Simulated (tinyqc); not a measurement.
Metal-interlayer-semiconductor contact, depinning against tunnelling resistance: two steps of the calculation.

Zero bias, n-type semiconductor. Gap states at the semiconductor surface thin out as exp(-be ti), which unpins the barrier; electrons must then cross the interlayer (a rectangular barrier, no voltage drop across it) and the parabolic depleted layer, both by WKB. Energies E are counted from the Fermi level; no image force, parabolic bands.

Inputs (values chosen for the exercise); semiconductor values close to those of gallium nitride; interlayer mass of the order of that in aluminium oxide, offset chosen freely: temperature T = 400 K; band gap Eg = 3.47 eV; relative permittivity eps_r = 9.63; electron affinity chi = 4.08 eV; conduction-band density of states at T Nc = 3.54e18 cm^-3; tunnelling mass in the semiconductor mt = 0.206 m0; Richardson mass mA = 0.202 m0; donor density Nd = 1.1e19 cm^-3; charge-neutrality level above the valence band E0 = 2.3 eV; pinning factor without interlayer S0 = 0.58; metal work function phiM = 4.09 eV; interlayer thickness ti = 0.3 nm; conduction-band offset of the interlayer above the semiconductor dE = 2.55 eV; tunnelling mass in the interlayer mi = 0.34 m0; decay constant of gap states through the interlayer be = 5.2 1/nm.

Constants: q = 1.602176634e-19 C, kB = 1.380649e-23 J/K, eps0 = 8.8541878128e-12 F/m, hbar = 1.054571817e-34 J s, h = 6.62607015e-34 J s, m0 = 9.1093837015e-31 kg, Vt = kB T/q, hbar^2/(2 m0) = 0.0380998212 eV nm^2. Results are converted to the units shown.

Task 1. Pinning, barrier and scales. S = 1/(1 + (1/S0 - 1) exp(-be ti)); phiB = S (phiM - chi) + (1 - S)(Eg - E0); xi = Ec - EF deep inside, from Nd = Nc F(-xi/Vt), F(x) = (2/sqrt(pi)) int_0^infinity sqrt(u) du/(1 + exp(u - x)); band bending U = phiB - xi; E00 = (hbar/2) sqrt(Nd/(eps0 eps_r mt m0)) in volts; A = 4 pi q mA m0 kB^2/h^3.

Find: S; phiB; xi; U; E00; A.

Result 1.

S = 0.86793
phiB = 0.16320 eV
xi = -0.075441 eV
U = 0.23864 eV
E00 = 0.043720 eV
A = 24.275 A/(cm^2 K^2)

Task 2. Exponents and integrand on an energy grid. With U = phiB - xi: for xi < E < phiB, y = (E - xi)/U and G1 = (U/E00) [sqrt(1 - y) - y ln((1 + sqrt(1 - y))/sqrt(y))], G1 = 0 above phiB; G2 = 2 ti sqrt(mi max(phiB + dE - E, 0)/C), C = hbar^2/(2 m0); f = 1/(1 + exp(E/Vt)); integrand exp(-G1 - G2) f.

E, point 0 to 13 (eV): -0.07  -0.04077  -0.01154  0.01769  0.04692  0.07615  0.10538  0.13462  0.16385  0.19308  0.22231  0.25154  0.28077  0.31
phiB = 0.16320194 eV
xi = -0.075441399 eV
E00 = 0.043719672 eV

Give: G1; G2; f; integrand.

Result 2.

```
point     G1     G2         f  integrand (1e-3)
0      5.075  2.990    0.8840             0.278
1      3.762  2.974    0.7654             0.908
2      2.804  2.959    0.5829             1.832
3      2.031  2.943    0.3744             2.591
4      1.394  2.927    0.2040             2.713
5      0.872  2.911   0.09893             2.252
6      0.458  2.894   0.04491             1.572
7      0.155  2.878   0.01973             0.951
8      0.000  2.862  0.008548             0.489
9      0.000  2.845  0.003679             0.214
10     0.000  2.829  0.001579             0.093
11     0.000  2.812  6.768e-4             0.041
12     0.000  2.795  2.900e-4             0.018
13     0.000  2.779  1.242e-4             0.008
```

tinyqc, about 0.02 s, one thread, Intel Xeon 2.30GHz (shared host): `OMP_NUM_THREADS=1 python tinyqc.py 2270060 2270061 out.jsonl`
